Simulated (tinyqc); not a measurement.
Minority carriers and saturation current of a heavily doped emitter: two steps of the calculation.

n-type, parabolic bands, full ionisation. eta = (EF - Ec)/kB T solves N = Nc F12(eta), F12(x) = (2/sqrt(pi)) int_0^infinity sqrt(u)/(1 + exp(u - x)) du. The gap shrinks rigidly by dEg = E1 [ln(N/N0) + sqrt(ln^2(N/N0) + 0.5)], an empirical law that is here taken as the true narrowing.

Parameters, values chosen for the exercise; band and dielectric values close to those of silicon:
- T = 250 K (temperature)
- Eg = 1.11 eV (band gap)
- Nc = 2.13e19 cm^-3 (conduction-band density of states at 250 K)
- Nv = 2e19 cm^-3 (valence-band density of states at 250 K)
- N = 1.6e20 cm^-3 (ionised donor density)
- E1 = 7 meV (energy of the narrowing law)
- N0 = 8.2e16 cm^-3 (density of the narrowing law)
- mup = 110 cm^2/(V s) (minority-hole mobility)
- Cn = 1.7e-31 cm^6/s (Auger coefficient)
- ts = 0.13 us (defect lifetime)
- W = 190 nm (emitter width)
- S = 15000 cm/s (recombination velocity at the contact)

Constants: q = 1.602176634e-19 C, kB = 1.380649e-23 J/K, Vt = kB T/q. Results are converted to the units shown.

Question 1. Effective intrinsic density. ni = sqrt(Nc Nv) exp(-Eg/(2 Vt)), Eg in volts; degeneracy factor g = F12(eta) exp(-eta); nie^2 = ni^2 exp(dEg/kB T) g, p0 = nie^2/N; apparent narrowing dEg + kB T ln g.

converged eta = 4.4439884

Wanted: ni; dEg; g; apparent narrowing; nie; p0.

Answer 1.

ni = 1.3378e8 cm^-3
dEg = 106.30 meV
g = 0.088255
apparent narrowing = 54.001 meV
nie = 4.6849e8 cm^-3
p0 = 0.0013718 cm^-3

Narrowing multiplies p0 by 139 and degeneracy by 0.0883.

Question 2. Saturation current. 1/tau = Cn N^2 + 1/ts, D = mup Vt, L = sqrt(D tau); J0 = (q p0 D/L)(s + tanh(W/L))/(1 + s tanh(W/L)), s = S L/D; the share recombining inside is 1 - 1/[cosh(W/L)(1 + tanh(W/L)/s)].

p0 = 0.0013717563 cm^-3

Give: tau; L; s; J0; share recombining inside.

Answer 2.

tau = 0.2294 ns
L = 233.1 nm
s = 0.1476
J0 = 0.01666 fA/cm^2
share recombining inside = 86.68 %

Most holes recombine inside, since the contact is well passivated.

Range of the model: Band tails, non-parabolic bands and incomplete ionisation are left out.

tinyqc, about 0.01 s, one thread, Intel Xeon 2.30GHz (shared host): `OMP_NUM_THREADS=1 python tinyqc.py 2330078 2330079 out.jsonl`
